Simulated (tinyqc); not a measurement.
Inside a calculation. Method: RHF in the sto-6g basis, for H6, spin multiplicity 1. Computed by tinyqc, a small Python program that keeps every step (integrals from PySCF). Settings: charge = 0, multiplicity = 1, basis = sto-6g, energy threshold = 1e-10, iteration cap = 56, orthogonalisation = symmetric, start = core, DIIS depth = 0, method = RHF. Command: `OMP_NUM_THREADS=1 python tinyqc.py 29540 29541 out.jsonl` (the two numbers bound the seeds that draw the settings). One thread of a shared host (Intel(R) Xeon(R) Processor @ 2.60GHz), about 0.1 s of CPU time with the checks. Later iterations appear only in the table of the cycle.

## One-electron integrals

Geometry (angstrom):
```
atom,x,y,z
H,0.00000,0.00000,0.00000
H,0.00000,0.00000,0.78600
H,0.00000,0.00000,2.32100
H,0.00000,0.00000,3.10700
H,0.00000,0.00000,4.64200
H,0.00000,0.00000,5.42800
```

Basis sto-6g: exponents (1/bohr^2) and contraction coefficients of normalised primitives:
```
element,l (shell),exponent,coefficient
H,s (1),35.52322,0.00916
H,s (1),6.51314,0.04936
H,s (1),1.82214,0.16854
H,s (1),0.62596,0.37056
H,s (1),0.24308,0.41649
H,s (1),0.10011,0.13033
```

Overlap, kinetic and nuclear-attraction integrals over the contracted functions; the nuclear repulsion is the sum of Za Zb / Rab.

nuclear repulsion = 4.4245793 hartree

overlap S:
```
,1H 1s,2H 1s,3H 1s,4H 1s,5H 1s,6H 1s
1H 1s,1.00000,0.62977,0.07081,0.01787,0.00086,0.00015
2H 1s,0.62977,1.00000,0.24420,0.07081,0.00433,0.00086
3H 1s,0.07081,0.24420,1.00000,0.62977,0.07081,0.01787
4H 1s,0.01787,0.07081,0.62977,1.00000,0.24420,0.07081
5H 1s,0.00086,0.00433,0.07081,0.24420,1.00000,0.62977
6H 1s,0.00015,0.00086,0.01787,0.07081,0.62977,1.00000
```

kinetic energy T (hartree):
```
,1H 1s,2H 1s,3H 1s,4H 1s,5H 1s,6H 1s
1H 1s,0.76852,0.20853,-0.01147,-0.00492,-0.00042,-0.00009
2H 1s,0.20853,0.76852,0.00602,-0.01147,-0.00160,-0.00042
3H 1s,-0.01147,0.00602,0.76852,0.20853,-0.01147,-0.00492
4H 1s,-0.00492,-0.01147,0.20853,0.76852,0.00602,-0.01147
5H 1s,-0.00042,-0.00160,-0.01147,0.00602,0.76852,0.20853
6H 1s,-0.00009,-0.00042,-0.00492,-0.01147,0.20853,0.76852
```

nuclear attraction V (hartree):
```
,1H 1s,2H 1s,3H 1s,4H 1s,5H 1s,6H 1s
1H 1s,-2.47450,-1.55947,-0.15573,-0.03879,-0.00175,-0.00030
2H 1s,-1.55947,-2.68748,-0.56166,-0.16127,-0.00909,-0.00175
3H 1s,-0.15573,-0.56166,-2.83453,-1.71208,-0.16127,-0.03879
4H 1s,-0.03879,-0.16127,-1.71208,-2.83453,-0.56166,-0.15573
5H 1s,-0.00175,-0.00909,-0.16127,-0.56166,-2.68748,-1.55947
6H 1s,-0.00030,-0.00175,-0.03879,-0.15573,-1.55947,-2.47450
```

core Hamiltonian H = T + V (hartree):
```
,1H 1s,2H 1s,3H 1s,4H 1s,5H 1s,6H 1s
1H 1s,-1.70598,-1.35095,-0.16720,-0.04371,-0.00217,-0.00039
2H 1s,-1.35095,-1.91895,-0.55564,-0.17274,-0.01069,-0.00217
3H 1s,-0.16720,-0.55564,-2.06601,-1.50355,-0.17274,-0.04371
4H 1s,-0.04371,-0.17274,-1.50355,-2.06601,-0.55564,-0.16720
5H 1s,-0.00217,-0.01069,-0.17274,-0.55564,-1.91895,-1.35095
6H 1s,-0.00039,-0.00217,-0.04371,-0.16720,-1.35095,-1.70598
```

## Two-electron integrals

Functions are numbered as in S; the eight-fold symmetry (ij|kl) = (ji|kl) = (kl|ij) leaves the list below.

Two-electron integrals (ij|kl) in chemists' order, unique and non-zero (hartree):
```
i,j,k,l,(ij|kl)
1,1,1,1,0.77500
2,1,1,1,0.41853
2,1,2,1,0.26782
2,2,1,1,0.55281
2,2,2,1,0.41853
2,2,2,2,0.77500
3,1,1,1,0.03028
3,1,2,1,0.02158
3,1,2,2,0.03855
3,1,3,1,0.00239
3,2,1,1,0.08379
3,2,2,1,0.06557
3,2,2,2,0.12945
3,2,3,1,0.00861
3,2,3,2,0.03354
3,3,1,1,0.22775
3,3,2,1,0.17319
3,3,2,2,0.33868
3,3,3,1,0.03028
3,3,3,2,0.12945
3,3,3,3,0.77500
4,1,1,1,0.00637
4,1,2,1,0.00457
4,1,2,2,0.00824
4,1,3,1,0.00055
4,1,3,2,0.00203
4,1,3,3,0.00824
4,1,4,1,0.00013
4,2,1,1,0.02025
4,2,2,1,0.01556
4,2,2,2,0.03028
4,2,3,1,0.00217
4,2,3,2,0.00861
4,2,3,3,0.03855
4,2,4,1,0.00055
4,2,4,2,0.00239
4,3,1,1,0.12327
4,3,2,1,0.09129
4,3,2,2,0.17319
4,3,3,1,0.01556
4,3,3,2,0.06557
4,3,3,3,0.41853
4,3,4,1,0.00457
4,3,4,2,0.02158
4,3,4,3,0.26782
4,4,1,1,0.17031
4,4,2,1,0.12327
4,4,2,2,0.22775
4,4,3,1,0.02025
4,4,3,2,0.08379
4,4,3,3,0.55281
4,4,4,1,0.00637
4,4,4,2,0.03028
4,4,4,3,0.41853
4,4,4,4,0.77500
5,1,1,1,0.00022
5,1,2,1,0.00016
5,1,2,2,0.00030
5,1,3,1,2.14e-05
5,1,3,2,0.00008
5,1,3,3,0.00037
5,1,4,1,5.53e-06
5,1,4,2,2.38e-05
5,1,4,3,0.00023
5,1,4,4,0.00035
5,1,5,1,2.60e-07
5,2,1,1,0.00093
5,2,2,1,0.00069
5,2,2,2,0.00132
5,2,3,1,0.00010
5,2,3,2,0.00040
5,2,3,3,0.00195
5,2,4,1,2.69e-05
5,2,4,2,0.00012
5,2,4,3,0.00122
5,2,4,4,0.00195
5,2,5,1,1.33e-06
5,2,5,2,7.04e-06
5,3,1,1,0.01101
5,3,2,1,0.00789
5,3,2,2,0.01443
5,3,3,1,0.00124
5,3,3,2,0.00503
5,3,3,3,0.03028
5,3,4,1,0.00037
5,3,4,2,0.00172
5,3,4,3,0.02158
5,3,4,4,0.03855
5,3,5,1,2.14e-05
5,3,5,2,0.00012
5,3,5,3,0.00239
5,4,1,1,0.03362
5,4,2,1,0.02367
5,4,2,2,0.04236
5,4,3,1,0.00356
5,4,3,2,0.01413
5,4,3,3,0.08379
5,4,4,1,0.00109
5,4,4,2,0.00503
5,4,4,3,0.06557
5,4,4,4,0.12945
5,4,5,1,0.00007
5,4,5,2,0.00040
5,4,5,3,0.00861
5,4,5,4,0.03354
5,5,1,1,0.11400
5,5,2,1,0.07857
5,5,2,2,0.13723
5,5,3,1,0.01101
5,5,3,2,0.04236
5,5,3,3,0.22775
5,5,4,1,0.00323
5,5,4,2,0.01443
5,5,4,3,0.17319
5,5,4,4,0.33868
5,5,5,1,0.00022
5,5,5,2,0.00132
5,5,5,3,0.03028
5,5,5,4,0.12945
5,5,5,5,0.77500
6,1,1,1,3.19e-05
6,1,2,1,2.35e-05
6,1,2,2,4.35e-05
6,1,3,1,3.31e-06
6,1,3,2,1.29e-05
6,1,3,3,0.00006
6,1,4,1,8.85e-07
6,1,4,2,3.89e-06
6,1,4,3,3.94e-05
6,1,4,4,0.00006
6,1,5,1,4.38e-08
6,1,5,2,2.30e-07
6,1,5,3,3.89e-06
6,1,5,4,1.29e-05
6,1,5,5,4.35e-05
6,1,6,1,7.58e-09
6,2,1,1,0.00016
6,2,2,1,0.00012
6,2,2,2,0.00022
6,2,3,1,1.74e-05
6,2,3,2,0.00007
6,2,3,3,0.00035
6,2,4,1,4.78e-06
6,2,4,2,2.14e-05
6,2,4,3,0.00023
6,2,4,4,0.00037
6,2,5,1,2.48e-07
6,2,5,2,1.33e-06
6,2,5,3,2.38e-05
6,2,5,4,0.00008
6,2,5,5,0.00030
6,2,6,1,4.38e-08
6,2,6,2,2.60e-07
6,3,1,1,0.00252
6,3,2,1,0.00179
6,3,2,2,0.00323
6,3,3,1,0.00027
6,3,3,2,0.00109
6,3,3,3,0.00637
6,3,4,1,0.00008
6,3,4,2,0.00037
6,3,4,3,0.00457
6,3,4,4,0.00824
6,3,5,1,4.78e-06
6,3,5,2,2.69e-05
6,3,5,3,0.00055
6,3,5,4,0.00203
6,3,5,5,0.00824
6,3,6,1,8.85e-07
6,3,6,2,5.53e-06
6,3,6,3,0.00013
6,4,1,1,0.00891
6,4,2,1,0.00622
6,4,2,2,0.01101
6,4,3,1,0.00091
6,4,3,2,0.00356
6,4,3,3,0.02025
6,4,4,1,0.00027
6,4,4,2,0.00124
6,4,4,3,0.01556
6,4,4,4,0.03028
6,4,5,1,1.74e-05
6,4,5,2,0.00010
6,4,5,3,0.00217
6,4,5,4,0.00861
6,4,5,5,0.03855
6,4,6,1,3.31e-06
6,4,6,2,2.14e-05
6,4,6,3,0.00055
6,4,6,4,0.00239
6,5,1,1,0.06627
6,5,2,1,0.04534
6,5,2,2,0.07857
6,5,3,1,0.00622
6,5,3,2,0.02367
6,5,3,3,0.12327
6,5,4,1,0.00179
6,5,4,2,0.00789
6,5,4,3,0.09129
6,5,4,4,0.17319
6,5,5,1,0.00012
6,5,5,2,0.00069
6,5,5,3,0.01556
6,5,5,4,0.06557
6,5,5,5,0.41853
6,5,6,1,2.35e-05
6,5,6,2,0.00016
6,5,6,3,0.00457
6,5,6,4,0.02158
6,5,6,5,0.26782
6,6,1,1,0.09749
6,6,2,1,0.06627
6,6,2,2,0.11400
6,6,3,1,0.00891
6,6,3,2,0.03362
6,6,3,3,0.17031
6,6,4,1,0.00252
6,6,4,2,0.01101
6,6,4,3,0.12327
6,6,4,4,0.22775
6,6,5,1,0.00016
6,6,5,2,0.00093
6,6,5,3,0.02025
6,6,5,4,0.08379
6,6,5,5,0.55281
6,6,6,1,3.19e-05
6,6,6,2,0.00022
6,6,6,3,0.00637
6,6,6,4,0.03028
6,6,6,5,0.41853
6,6,6,6,0.77500
```

## Orthogonalisation

S = U s U^T; symmetric (Loewdin) form X = U s^(-1/2) U^T, so that X^T S X = 1.

eigenvalues of S: 0.27420  0.35065  0.44475  1.35829  1.64680  1.92531

X:
```
,1H 1s,2H 1s,3H 1s,4H 1s,5H 1s,6H 1s
1H 1s,1.21786,-0.44244,0.04602,-0.01549,0.00178,-0.00063
2H 1s,-0.44244,1.25271,-0.17845,0.04719,-0.00468,0.00178
3H 1s,0.04602,-0.17845,1.25739,-0.45518,0.04719,-0.01549
4H 1s,-0.01549,0.04719,-0.45518,1.25739,-0.17845,0.04602
5H 1s,0.00178,-0.00468,0.04719,-0.17845,1.25271,-0.44244
6H 1s,-0.00063,0.00178,-0.01549,0.04602,-0.44244,1.21786
```

## Starting guess

The start is the orbitals of the core Hamiltonian; D = 2 C_occ C_occ^T.

D at the start:
```
,1H 1s,2H 1s,3H 1s,4H 1s,5H 1s,6H 1s
1H 1s,0.22632,0.49957,-0.00985,-0.14175,0.04336,0.03407
2H 1s,0.49957,1.11114,0.04590,-0.26711,0.02853,0.04336
3H 1s,-0.00985,0.04590,0.68228,0.59178,-0.26711,-0.14175
4H 1s,-0.14175,-0.26711,0.59178,0.68228,0.04590,-0.00985
5H 1s,0.04336,0.02853,-0.26711,0.04590,1.11114,0.49957
6H 1s,0.03407,0.04336,-0.14175,-0.00985,0.49957,0.22632
```

## Iteration 1: building the Fock matrix

J_ij = sum D_kl (ij|kl), K_ij = sum D_kl (ik|jl); F = H + J - 0.5 K; E = tr D H + tr D J / 2 - 0.25 tr D K + E_nn.

Coulomb J (hartree):
```
,1H 1s,2H 1s,3H 1s,4H 1s,5H 1s,6H 1s
1H 1s,1.83112,1.27865,0.14361,0.03622,0.00169,0.00029
2H 1s,1.27865,2.24044,0.52573,0.15143,0.00877,0.00169
3H 1s,0.14361,0.52573,2.39483,1.49708,0.15143,0.03622
4H 1s,0.03622,0.15143,1.49708,2.39483,0.52573,0.14361
5H 1s,0.00169,0.00877,0.15143,0.52573,2.24044,1.27865
6H 1s,0.00029,0.00169,0.03622,0.14361,1.27865,1.83112
```

exchange K (hartree):
```
,1H 1s,2H 1s,3H 1s,4H 1s,5H 1s,6H 1s
1H 1s,0.89068,0.97237,0.13426,0.00835,0.00248,0.00604
2H 1s,0.97237,1.36457,0.31807,0.10186,0.00430,0.00248
3H 1s,0.13426,0.31807,1.21276,1.02692,0.10186,0.00835
4H 1s,0.00835,0.10186,1.02692,1.21276,0.31807,0.13426
5H 1s,0.00248,0.00430,0.10186,0.31807,1.36457,0.97237
6H 1s,0.00604,0.00248,0.00835,0.13426,0.97237,0.89068
```

Fock matrix F (hartree):
```
,1H 1s,2H 1s,3H 1s,4H 1s,5H 1s,6H 1s
1H 1s,-0.32019,-0.55849,-0.09071,-0.01167,-0.00172,-0.00312
2H 1s,-0.55849,-0.36080,-0.18894,-0.07224,-0.00407,-0.00172
3H 1s,-0.09071,-0.18894,-0.27756,-0.51994,-0.07224,-0.01167
4H 1s,-0.01167,-0.07224,-0.51994,-0.27756,-0.18894,-0.09071
5H 1s,-0.00172,-0.00407,-0.07224,-0.18894,-0.36080,-0.55849
6H 1s,-0.00312,-0.00172,-0.01167,-0.09071,-0.55849,-0.32019
```

total energy of this density = -3.1889304 hartree

## Iteration 1: diagonalisation and new density

Diagonalise F' = X^T F X, C = X C', fill 3 alpha and 3 beta electrons from the bottom; D = 2 C_occ C_occ^T. Each column has its largest component positive (the first on a tie).

F' = X^T F X (hartree):
```
,1,2,3,4,5,6
1,0.05339,-0.59103,0.04858,-0.01088,0.00119,-0.00363
2,-0.59103,0.05159,-0.20685,0.07182,-0.00652,0.00119
3,0.04858,-0.20685,0.15759,-0.62291,0.07182,-0.01088
4,-0.01088,0.07182,-0.62291,0.15759,-0.20685,0.04858
5,0.00119,-0.00652,0.07182,-0.20685,0.05159,-0.59103
6,-0.00363,0.00119,-0.01088,0.04858,-0.59103,0.05339
```

orbital energies (hartree): MO1 -0.58628, MO2 -0.55331, MO3 -0.43486, MO4 0.47569, MO5 0.65065, MO6 0.97326

coefficients C:
```
,MO1,MO2,MO3,MO4,MO5,MO6
1H 1s,0.29322,0.37008,-0.26894,0.67860,-0.82467,0.49542
2H 1s,0.33707,0.40432,-0.21536,-0.55521,0.85117,-0.66551
3H 1s,0.25669,0.05995,0.49463,-0.60151,-0.14250,1.06225
4H 1s,0.25669,-0.05995,0.49463,0.60151,-0.14250,-1.06225
5H 1s,0.33707,-0.40432,-0.21536,0.55521,0.85117,0.66551
6H 1s,0.29322,-0.37008,-0.26894,-0.67860,-0.82467,-0.49542
```

D after iteration 1:
```
,1H 1s,2H 1s,3H 1s,4H 1s,5H 1s,6H 1s
1H 1s,0.59054,0.61277,-0.07115,-0.15989,0.01425,0.04270
2H 1s,0.61277,0.64693,0.00847,-0.08848,-0.00696,0.01425
3H 1s,-0.07115,0.00847,0.62827,0.61390,-0.08848,-0.15989
4H 1s,-0.15989,-0.08848,0.61390,0.62827,0.00847,-0.07115
5H 1s,0.01425,-0.00696,-0.08848,0.00847,0.64693,0.61277
6H 1s,0.04270,0.01425,-0.15989,-0.07115,0.61277,0.59054
```

## Iteration 2: building the Fock matrix

As before.

Coulomb J (hartree):
```
,1H 1s,2H 1s,3H 1s,4H 1s,5H 1s,6H 1s
1H 1s,1.93024,1.28139,0.13900,0.03497,0.00162,0.00028
2H 1s,1.28139,2.14595,0.49999,0.14460,0.00838,0.00162
3H 1s,0.13900,0.49999,2.29251,1.43539,0.14460,0.03497
4H 1s,0.03497,0.14460,1.43539,2.29251,0.49999,0.13900
5H 1s,0.00162,0.00838,0.14460,0.49999,2.14595,1.28139
6H 1s,0.00028,0.00162,0.03497,0.13900,1.28139,1.93024
```

exchange K (hartree):
```
,1H 1s,2H 1s,3H 1s,4H 1s,5H 1s,6H 1s
1H 1s,1.13933,1.01643,0.11855,0.01219,-0.00033,0.00282
2H 1s,1.01643,1.18806,0.27766,0.11535,0.00640,-0.00033
3H 1s,0.11855,0.27766,1.17864,1.01847,0.11535,0.01219
4H 1s,0.01219,0.11535,1.01847,1.17864,0.27766,0.11855
5H 1s,-0.00033,0.00640,0.11535,0.27766,1.18806,1.01643
6H 1s,0.00282,-0.00033,0.01219,0.11855,1.01643,1.13933
```

Fock matrix F (hartree):
```
,1H 1s,2H 1s,3H 1s,4H 1s,5H 1s,6H 1s
1H 1s,-0.34540,-0.57777,-0.08747,-0.01484,-0.00038,-0.00152
2H 1s,-0.57777,-0.36703,-0.19448,-0.08582,-0.00551,-0.00038
3H 1s,-0.08747,-0.19448,-0.36282,-0.57740,-0.08582,-0.01484
4H 1s,-0.01484,-0.08582,-0.57740,-0.36282,-0.19448,-0.08747
5H 1s,-0.00038,-0.00551,-0.08582,-0.19448,-0.36703,-0.57777
6H 1s,-0.00152,-0.00038,-0.01484,-0.08747,-0.57777,-0.34540
```

total energy of this density = -3.3449518 hartree

## Iteration 2: diagonalisation and new density

As before.

F' = X^T F X (hartree):
```
,1,2,3,4,5,6
1,0.03597,-0.60791,0.05518,-0.01228,0.00292,-0.00304
2,-0.60791,0.05784,-0.19820,0.05855,-0.00576,0.00292
3,0.05518,-0.19820,0.07059,-0.62374,0.05855,-0.01228
4,-0.01228,0.05855,-0.62374,0.07059,-0.19820,0.05518
5,0.00292,-0.00576,0.05855,-0.19820,0.05784,-0.60791
6,-0.00304,0.00292,-0.01228,0.05518,-0.60791,0.03597
```

orbital energies (hartree): MO1 -0.63183, MO2 -0.57377, MO3 -0.49774, MO4 0.45493, MO5 0.66145, MO6 0.91578

coefficients C:
```
,MO1,MO2,MO3,MO4,MO5,MO6
1H 1s,0.23020,0.38131,-0.33338,-0.61816,-0.82113,0.56160
2H 1s,0.27110,0.39565,-0.28312,0.49265,0.85489,-0.71791
3H 1s,0.36507,0.04624,0.42136,0.70663,-0.14150,0.99616
4H 1s,0.36507,-0.04624,0.42136,-0.70663,-0.14150,-0.99616
5H 1s,0.27110,-0.39565,-0.28312,-0.49265,0.85489,0.71791
6H 1s,0.23020,-0.38131,-0.33338,0.61816,-0.82113,-0.56160
```

D after iteration 2:
```
,1H 1s,2H 1s,3H 1s,4H 1s,5H 1s,6H 1s
1H 1s,0.61906,0.61532,-0.07761,-0.14813,0.01186,0.03747
2H 1s,0.61532,0.62038,-0.00406,-0.07724,-0.00576,0.01186
3H 1s,-0.07761,-0.00406,0.62593,0.61738,-0.07724,-0.14813
4H 1s,-0.14813,-0.07724,0.61738,0.62593,-0.00406,-0.07761
5H 1s,0.01186,-0.00576,-0.07724,-0.00406,0.62038,0.61532
6H 1s,0.03747,0.01186,-0.14813,-0.07761,0.61532,0.61906
```

## Iteration 9 (converged): orbitals

converged F (hartree):
```
,1H 1s,2H 1s,3H 1s,4H 1s,5H 1s,6H 1s
1H 1s,-0.34668,-0.57834,-0.08671,-0.01569,-0.00039,-0.00121
2H 1s,-0.57834,-0.36645,-0.19325,-0.08668,-0.00589,-0.00039
3H 1s,-0.08671,-0.19325,-0.36877,-0.58194,-0.08668,-0.01569
4H 1s,-0.01569,-0.08668,-0.58194,-0.36877,-0.19325,-0.08671
5H 1s,-0.00039,-0.00589,-0.08668,-0.19325,-0.36645,-0.57834
6H 1s,-0.00121,-0.00039,-0.01569,-0.08671,-0.57834,-0.34668
```

As before.

F' = X^T F X (hartree):
```
,1,2,3,4,5,6
1,0.03485,-0.60852,0.05585,-0.01335,0.00303,-0.00271
2,-0.60852,0.05852,-0.19570,0.05748,-0.00597,0.00303
3,0.05585,-0.19570,0.06450,-0.62448,0.05748,-0.01335
4,-0.01335,0.05748,-0.62448,0.06450,-0.19570,0.05585
5,0.00303,-0.00597,0.05748,-0.19570,0.05852,-0.60852
6,-0.00271,0.00303,-0.01335,0.05585,-0.60852,0.03485
```

orbital energies (hartree): MO1 -0.63480, MO2 -0.57402, MO3 -0.50193, MO4 0.45353, MO5 0.66145, MO6 0.91151

coefficients C:
```
,MO1,MO2,MO3,MO4,MO5,MO6
1H 1s,0.22399,0.38262,-0.33766,-0.61314,-0.82109,0.56619
2H 1s,0.26359,0.39488,-0.28974,0.48895,0.85502,-0.72085
3H 1s,0.37445,0.04305,0.41336,0.71355,-0.14061,0.99136
4H 1s,0.37445,-0.04305,0.41336,-0.71355,-0.14061,-0.99136
5H 1s,0.26359,-0.39488,-0.28974,-0.48895,0.85502,0.72085
6H 1s,0.22399,-0.38262,-0.33766,0.61314,-0.82109,-0.56619
```

D after iteration 9:
```
,1H 1s,2H 1s,3H 1s,4H 1s,5H 1s,6H 1s
1H 1s,0.62118,0.61593,-0.07846,-0.14435,0.01157,0.03558
2H 1s,0.61593,0.61871,-0.00813,-0.07613,-0.00500,0.01157
3H 1s,-0.07846,-0.00813,0.62586,0.61845,-0.07613,-0.14435
4H 1s,-0.14435,-0.07613,0.61845,0.62586,-0.00813,-0.07846
5H 1s,0.01157,-0.00500,-0.07613,-0.00813,0.61871,0.61593
6H 1s,0.03558,0.01157,-0.14435,-0.07846,0.61593,0.62118
```

## Convergence

Stop when the energy changes by less than 1e-10 hartree and every element of the error matrix X^T (F D S - S D F) X is below 3e-06.

Course of the cycle:
```
iteration,E (hartree),change,largest element of the error matrix
1,-3.1889304,-,3.65e-01
2,-3.3449518,-1.56e-01,2.51e-02
3,-3.3460185,-1.07e-03,2.90e-03
4,-3.3460410,-2.25e-05,6.54e-04
5,-3.3460419,-9.35e-07,1.45e-04
6,-3.3460419,-4.43e-08,3.20e-05
7,-3.3460419,-2.14e-09,7.05e-06
8,-3.3460419,-1.04e-10,1.55e-06
9,-3.3460419,-5.03e-12,3.42e-07
```

PySCF RHF in the same basis = -3.3460419 hartree

Converged in 9 iterations.

## Populations, bond orders and dipole

Mulliken: Z minus the diagonal of D S on the atom; Loewdin: the same with S^(1/2) D S^(1/2); Mayer order: 2 sum_s sum (D(s) S)_ij (D(s) S)_ji over the two atoms.

Charges (e):
```
atom,Mulliken,Loewdin
1H,-0.00095,-0.00581
2H,0.00078,0.00563
3H,0.00017,0.00018
4H,0.00017,0.00018
5H,0.00078,0.00563
6H,-0.00095,-0.00581
```

Mayer bond orders:
```
pair,order
2-1,0.98138
3-1,-0.00075
3-2,0.01920
4-1,0.01836
4-2,-0.00076
4-3,0.96395
5-1,-1.27e-05
5-2,0.00019
5-3,-0.00076
5-4,0.01920
6-1,0.00102
6-2,-1.27e-05
6-3,0.01836
6-4,-0.00075
6-5,0.98138
```

dipole moment about the origin, x y z (debye): 0.00000  0.00000  0.00000
